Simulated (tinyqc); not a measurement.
A ladder of methods, and size consistency: correlation methods against full CI in the sto-3g basis, for H2, spin multiplicity 1. Computed by the program tinyqc with PySCF. All electrons correlated; +Q is the Davidson correction (1 - c0^2) E_corr. The last columns treat two copies 100 angstrom apart as one system. FCI is the lowest singlet.

Geometry (angstrom):
```
atom       x       y       z
H     0.0000  0.0000  0.0000
H     0.0000  0.0000  1.0420
```

RHF energy of one = -1.054020 hartree

Correlation energies (hartree):
```
method   E_corr of one  share of FCI (%)  E_corr of two at 100 angstrom  two minus twice one (mhartree)
MP2          -0.022049           57.9001                      -0.044098                          0.0000
CISD         -0.038081          100.0000                      -0.073654                          2.5077
CISD+Q       -0.039420          103.5165                      -0.078355                          0.4852
CCSD         -0.038081          100.0000                      -0.076162                          0.0000
CCSD(T)      -0.038081          100.0000                      -0.076162                          0.0000
FCI          -0.038081          100.0000                              -                               -
```

What does the comparison show, and why?

MP2 recovers 58 %, CISD 100.0 % and CCSD 100.0 % of the FCI value (c0^2 = 0.965 in CISD). MP2 and coupled cluster are size consistent, so their last column vanishes; CISD loses 2.51 mhartree, since a double excitation on each copy is a quadruple of the pair, and the Davidson correction leaves +0.49. With two electrons, or one virtual orbital, CISD and CCSD are exact for one copy, so +Q overshoots there.
